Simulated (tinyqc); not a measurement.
Changing the heavy mass M: three-phonon processes in a diatomic chain: dispersion, energy and momentum conservation, and decay channels of optical phonons. Computed by tinyqc, a small Python program. Command: `OMP_NUM_THREADS=1 python tinyqc.py 3121335 3121336 out.jsonl threeph sweep`. One thread of a shared host (Intel(R) Xeon(R) Processor @ 2.30GHz), about 0.01 s of CPU time with the checks.

Cell length a, two atoms, one spring constant. x = q a/pi runs from -1 to 1; A and O are the acoustic and optical branches. Matrix elements are not computed: only conservation laws and occupation factors are followed.

Inputs (values chosen for the exercise, for a model chain): light mass m = 28.1 u; spring constant k = 5.7 eV/angstrom^2.

Constants: nu for 1 eV/(angstrom^2 u) = 15.6333042 THz.

Method. omega^2 = k (1/m + 1/M) -/+ k sqrt((1/m + 1/M)^2 - 4 sin^2(pi x/2)/(m M)); nu = 15.6333042 THz x sqrt(omega^2) for eV/(angstrom^2 u). Acoustic top sqrt(2 k/M), optical bottom sqrt(2 k/m), optical top sqrt(2 k (1/m + 1/M)).

One run for each value; columns: (1) heavy mass M (u); (2) optical top over twice the acoustic top; (3) optical bottom over twice the acoustic top; (4) optical width over acoustic top; (5) acoustic top (THz):
```
(1)       (2)     (3)      (4)     (5)
29.5   0.7159  0.5123  0.40711  9.7183
36.5   0.7581  0.5699  0.37652  8.7369
45.0   0.8064  0.6327  0.34742  7.8686
56.2   0.8660  0.7071  0.31784  7.0410
70.2   0.9352  0.7903  0.28978  6.2999
81.5   0.9875  0.8515  0.27189  5.8469
98.4   1.0609  0.9357  0.25044  5.3212
126.0  1.1709  1.0588  0.22425  4.7024
169.0  1.3242  1.2262  0.19605  4.0603
```

Describe the trends.

Over the rows, optical top over twice the acoustic top rises from 0.716 to 1.32 (exponent d ln y / d ln x 0.27 between the first rows and 0.42 between the last); optical bottom over twice the acoustic top rises from 0.512 to 1.23 (exponent d ln y / d ln x about 0.50 throughout); optical width over acoustic top falls from 0.407 to 0.196 (exponent d ln y / d ln x -0.37 between the first rows and -0.46 between the last).
